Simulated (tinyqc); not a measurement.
Inside a calculation. Method: G0W0 on RHF in the 6-31g basis, for H2, spin multiplicity 1. Computed by tinyqc, a small Python program that keeps every step (integrals from PySCF). Settings: charge = 0, multiplicity = 1, basis = 6-31g, method = RHF, energy threshold = 1e-10, iteration cap = 87, orthogonalisation = symmetric, start = Wolfsberg-Helmholz matrix, DIIS depth = 6. Command: `OMP_NUM_THREADS=1 python tinyqc.py 23934 23935 out.jsonl` (the two numbers bound the seeds that draw the settings). One thread of a shared host (Intel(R) Xeon(R) Processor @ 2.60GHz), about 0.03 s of CPU time with the checks. The early iterations of the SCF are left out here.

## One-electron integrals

Geometry (angstrom):

| atom | x | y | z |
|---|---|---|---|
| H | 0.00000 | 0.00000 | 0.00000 |
| H | 0.00000 | 0.00000 | 0.86000 |

Basis 6-31g: exponents (1/bohr^2) and contraction coefficients of normalised primitives:

| element | l (shell) | exponent | coefficient |
|---|---|---|---|
| H | s (1) | 18.73114 | 0.03349 |
| H | s (1) | 2.82539 | 0.23473 |
| H | s (1) | 0.64012 | 0.81376 |
| H | s (2) | 0.16128 | 1.00000 |

Overlap, kinetic and nuclear-attraction integrals over the contracted functions; the nuclear repulsion is the sum of Za Zb / Rab.

nuclear repulsion = 0.6153223 hartree

overlap S:
```
         1H 1s    1H 2s    2H 1s    2H 2s
1H 1s  1.00000  0.65829  0.35379  0.46521
1H 2s  0.65829  1.00000  0.46521  0.80817
2H 1s  0.35379  0.46521  1.00000  0.65829
2H 2s  0.46521  0.80817  0.65829  1.00000
```

kinetic energy T (hartree):
```
         1H 1s    1H 2s    2H 1s    2H 2s
1H 1s  1.39568  0.25974  0.11849  0.14080
1H 2s  0.25974  0.24192  0.14080  0.16775
2H 1s  0.11849  0.14080  1.39568  0.25974
2H 2s  0.14080  0.16775  0.25974  0.24192
```

nuclear attraction V (hartree):
```
          1H 1s     1H 2s     2H 1s     2H 2s
1H 1s  -2.26476  -1.13312  -0.75504  -0.82933
1H 2s  -1.13312  -1.13816  -0.82933  -0.96677
2H 1s  -0.75504  -0.82933  -2.26476  -1.13312
2H 2s  -0.82933  -0.96677  -1.13312  -1.13816
```

core Hamiltonian H = T + V (hartree):
```
          1H 1s     1H 2s     2H 1s     2H 2s
1H 1s  -0.86908  -0.87338  -0.63655  -0.68853
1H 2s  -0.87338  -0.89625  -0.68853  -0.79902
2H 1s  -0.63655  -0.68853  -0.86908  -0.87338
2H 2s  -0.68853  -0.79902  -0.87338  -0.89625
```

## Two-electron integrals

Functions are numbered as in S; the eight-fold symmetry (ij|kl) = (ji|kl) = (kl|ij) leaves the list below.

Two-electron integrals (ij|kl) in chemists' order, unique and non-zero (hartree):
```
(11|11) 1.07657   (21|11) 0.57847   (21|21) 0.32942   (22|11) 0.58740
(22|21) 0.36130   (22|22) 0.45315   (31|11) 0.30317   (31|21) 0.17439
(31|22) 0.19332   (31|31) 0.11877   (32|11) 0.29512   (32|21) 0.18113
(32|22) 0.22343   (32|31) 0.13089   (32|32) 0.16346   (33|11) 0.59077
(33|21) 0.37137   (33|22) 0.47260   (33|31) 0.30317   (33|32) 0.40072
(33|33) 1.07657   (41|11) 0.40072   (41|21) 0.22925   (41|22) 0.25328
(41|31) 0.13089   (41|32) 0.13928   (41|33) 0.29512   (41|41) 0.16346
(42|11) 0.44777   (42|21) 0.27741   (42|22) 0.35363   (42|31) 0.16518
(42|32) 0.20176   (42|33) 0.44777   (42|41) 0.20176   (42|42) 0.29597
(43|11) 0.37137   (43|21) 0.23247   (43|22) 0.29810   (43|31) 0.17439
(43|32) 0.22925   (43|33) 0.57847   (43|41) 0.18113   (43|42) 0.27741
(43|43) 0.32942   (44|11) 0.47260   (44|21) 0.29810   (44|22) 0.39626
(44|31) 0.19332   (44|32) 0.25328   (44|33) 0.58740   (44|41) 0.22343
(44|42) 0.35363   (44|43) 0.36130   (44|44) 0.45315
```

## Orthogonalisation

S = U s U^T; symmetric (Loewdin) form X = U s^(-1/2) U^T, so that X^T S X = 1.

eigenvalues of S: 0.12086  0.43474  0.71718  2.72722

X:
```
          1H 1s     1H 2s     2H 1s     2H 2s
1H 1s   1.26700  -0.49778  -0.11561   0.05126
1H 2s  -0.49778   1.82272   0.05126  -0.85192
2H 1s  -0.11561   0.05126   1.26700  -0.49778
2H 2s   0.05126  -0.85192  -0.49778   1.82272
```

## Iteration 8 (converged): orbitals

converged F (hartree):
```
          1H 1s     1H 2s     2H 1s     2H 2s
1H 1s   0.03066  -0.46849  -0.49179  -0.46932
1H 2s  -0.46849  -0.32934  -0.46932  -0.37271
2H 1s  -0.49179  -0.46932   0.03066  -0.46849
2H 2s  -0.46932  -0.37271  -0.46849  -0.32934
```

Diagonalise F' = X^T F X, C = X C', fill 1 alpha and 1 beta electrons from the bottom; D = 2 C_occ C_occ^T. Each column has its largest component positive (the first on a tie).

F' = X^T F X (hartree):
```
          1         2         3         4
1   0.61177  -0.57541  -0.39877  -0.11842
2  -0.57541   0.26241  -0.11842  -0.20294
3  -0.39877  -0.11842   0.61177  -0.57541
4  -0.11842  -0.20294  -0.57541   0.26241
```

orbital energies (hartree): MO1 -0.56184, MO2 0.20583, MO3 0.83430, MO4 1.27007

coefficients C:
```
           MO1       MO2       MO3       MO4
1H 1s  0.30790   0.14520   0.81715  -1.04185
1H 2s  0.30077   1.45286  -0.69315   1.27152
2H 1s  0.30790  -0.14520   0.81715   1.04185
2H 2s  0.30077  -1.45286  -0.69315  -1.27152
```

D after iteration 8:
```
         1H 1s    1H 2s    2H 1s    2H 2s
1H 1s  0.18961  0.18521  0.18961  0.18521
1H 2s  0.18521  0.18092  0.18521  0.18092
2H 1s  0.18961  0.18521  0.18961  0.18521
2H 2s  0.18521  0.18092  0.18521  0.18092
```

## Convergence

Stop when the energy changes by less than 1e-10 hartree and every element of the error matrix X^T (F D S - S D F) X is below 3e-06.

Course of the cycle:

| iteration | E (hartree) | change | largest element of the error matrix |
|---|---|---|---|
| 1 | -1.1076013 | - | 7.58e-02 |
| 2 | -1.1170681 | -9.47e-03 | 1.13e-02 |
| 3 | -1.1172830 | -2.15e-04 | 2.29e-05 |
| 4 | -1.1172830 | -7.29e-10 | 9.51e-06 |
| 5 | -1.1172830 | -9.17e-11 | 6.01e-06 |
| 6 | -1.1172830 | -2.84e-11 | 4.39e-06 |
| 7 | -1.1172830 | -1.23e-11 | 3.46e-06 |
| 8 | -1.1172830 | -2.02e-11 | 3.07e-09 |

PySCF RHF in the same basis = -1.1172830 hartree

Converged in 8 iterations.

## Integrals over molecular orbitals

(pq|rs) = sum C_ip C_jq C_kr C_ls (ij|kl), one index at a time.

one-electron integrals over orbitals h = C^T H C (hartree):
```
          1         2         3        4
1  -1.17076   0.00000  -0.15185  0.00000
2   0.00000  -0.57624   0.00000  0.20246
3  -0.15185   0.00000  -0.10100  0.00000
4   0.00000   0.20246   0.00000  0.16032
```

Two-electron integrals over orbitals (pq|rs), unique and non-zero (hartree):
```
(11|11) 0.60892    (21|21) 0.09286    (22|11) 0.43747    (22|22) 0.39238
(31|11) 0.15185    (31|22) 0.05855    (31|31) 0.10270    (32|21) -0.00766
(32|32) 0.03444    (33|11) 0.51900    (33|22) 0.39005    (33|31) 0.11967
(33|33) 0.46731    (41|21) -0.08097   (41|32) -0.03464   (41|41) 0.12501
(42|11) -0.14172   (42|22) -0.06275   (42|31) -0.07797   (42|33) -0.10800
(42|42) 0.07509    (43|21) -0.10018   (43|32) -0.01639   (43|41) 0.12569
(43|43) 0.14878    (44|11) 0.61738    (44|22) 0.44602    (44|31) 0.18766
(44|33) 0.54300    (44|42) -0.16709   (44|44) 0.68787
```

## Screening: direct RPA

With D = e_a - e_i and K = (ia|jb): diagonalise D^(1/2) (D + 4K) D^(1/2) = Z w^2 Z^T; X + Y = D^(1/2) Z w^(-1/2), each column of Z with its largest component positive (the first on a tie); E_c = (sum w - tr (D + 2K)) / 2.

D^(1/2) (D + 4K) D^(1/2) (hartree^2):
```
          1>2      1>3       1>4
1>2   0.87447  0.00000  -0.38408
1>3   0.00000  2.52278   0.00000
1>4  -0.38408  0.00000   4.27194
```

excitation energies w (hartree): 0.91192  1.58833  2.07721

X + Y:
```
           1        2         3
1>2  0.91184  0.00000  -0.06745
1>3  0.00000  0.93755   0.00000
1>4  0.15726  0.00000   0.93330
```

RPA correlation energy = -0.0297142 hartree

## G0W0 on Hartree-Fock: HOMO

W(p,q,m) = sqrt2 sum_ia (pq|ia) (X+Y)_ia,m; Sigma_c(x) = sum_(i,m) W^2/(x - e_i + w_m) + sum_(a,m) W^2/(x - e_a - w_m); solve x = e_p + Sigma_c(x) by Newton steps; Z = 1/(1 - dSigma/dx); 1 hartree = 27.211386 eV.

The 12 largest terms at x = e_p (hartree; W for the signs of X + Y given):

| q | m | W | term |
|---|---|---|---|
| 1 | 2 | 0.20134 | 0.02552 |
| 4 | 3 | 0.17273 | -0.00763 |
| 3 | 2 | 0.13618 | -0.00621 |
| 2 | 1 | 0.10175 | -0.00616 |
| 2 | 3 | -0.11573 | -0.00471 |
| 4 | 1 | -0.07661 | -0.00214 |

Newton steps (hartree):

| step | x | Sigma_c(x) | Z |
|---|---|---|---|
| 0 | -0.56184 | -0.00133 | 0.97446 |
| 1 | -0.56314 | -0.00130 | 0.97445 |
| 2 | -0.56314 | -0.00130 | 0.97445 |

quasiparticle energy of the HOMO = -15.32381 eV

Hartree-Fock value = -15.28845 eV

## G0W0 on Hartree-Fock: LUMO

As before.

The 12 largest terms at x = e_p (hartree; W for the signs of X + Y given):

| q | m | W | term |
|---|---|---|---|
| 1 | 1 | 0.10175 | 0.00616 |
| 1 | 3 | -0.11573 | 0.00471 |
| 4 | 2 | -0.10338 | -0.00403 |
| 2 | 2 | 0.07762 | -0.00379 |
| 3 | 3 | -0.04499 | -0.00075 |
| 3 | 1 | -0.01758 | -0.00020 |

Newton steps (hartree):

| step | x | Sigma_c(x) | Z |
|---|---|---|---|
| 0 | 0.20583 | 0.00210 | 0.99045 |
| 1 | 0.20791 | 0.00208 | 0.99046 |
| 2 | 0.20791 | 0.00208 | 0.99046 |

quasiparticle energy of the LUMO = 5.65749 eV

Hartree-Fock value = 5.60089 eV
